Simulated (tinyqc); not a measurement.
Inside a calculation. Model: read current of a NAND string, cells in series solved by shooting.

tinyqc, about 0.4 s, one thread, Intel Xeon 2.30GHz (shared host): `OMP_NUM_THREADS=1 python tinyqc.py 2142225 2142226 out.jsonl` Printed values are rounded.

Cells in series, numbered from 0 at the source line (0 V) to the bit line, each followed by a gap resistance Rg. A cell with gate Vg, threshold VT, source Vs and drain Vd passes I = 2 nf K Vt^2 [F(Vs) - F(Vd)]/(1 + th max(Vg - VT, 0)), F(V) = ln^2(1 + exp((Vg - VT - nf V)/(2 nf Vt))). The selected cell has Vg = Vr, the others Vg = Vp.

Inputs (values chosen for the exercise); values of the order met in vertical NAND strings: temperature T = 300 K; gain factor of a cell K = 6.2 uA/V^2; slope factor nf = 1.8; mobility reduction factor th = 0.11 1/V; resistance of the gap between cells Rg = 17 kohm; bit-line voltage Vbl = 0.3 V; pass voltage Vp = 8 V; read voltage on the selected word line Vr = 4.02 V.

Constants: q = 1.602176634e-19 C, kB = 1.380649e-23 J/K, Vt = kB T/q. Results are converted to the units shown.

## Step 1: node voltages for a trial current

first trial current = 0.36 uA
thresholds from the source end, cell 0 to 3 (V): [4.2, 4.2, 4.2, 3]

For a trial current I start at 0 V and, cell by cell (the selected one is cell 3), solve for the drain: sqrt(F(Vd)) = sqrt(F(Vs) - I/k), k = 2 nf K Vt^2/(1 + th max(Vg - VT, 0)), Vd = [Vg - VT - 2 nf Vt ln(exp(sqrt F) - 1)]/nf, then add I Rg.

node voltage after each cell and gap, trial 1, cell 0 to 3 (V): [0.0278996, 0.0560939, 0.0845945, 0.172006]

## Step 2: node voltages for a trial current

second trial current = 0.49 uA

As before.

node voltage after each cell and gap, trial 2, cell 0 to 3 (V): [0.0380304, 0.0766137, 0.115779, 0.250069]

## Course of the secant iteration

Secant steps on the end voltage less Vbl, from the two trials; a trial above the saturation current of a cell has no solution and is moved halfway to the previous trial. Stop below 1e-9 V.

Course of the iteration:

| iteration | I (uA) | end voltage - Vbl (V) | halvings |
|---|---|---|---|
| 1 | 0.573151 | 9.65e-3 | 0 |
| 2 | 0.559682 | -7.61e-4 | 0 |
| 3 | 0.560666 | -1.19e-5 | 0 |
| 4 | 0.560682 | 1.45e-8 | 0 |
| 5 | 0.560682 | -2.77e-13 | 0 |

Converged in 5 iterations to I = 0.56068 uA. The selected cell takes 52.5 % of the bit-line voltage and the gaps together 12.7 %.
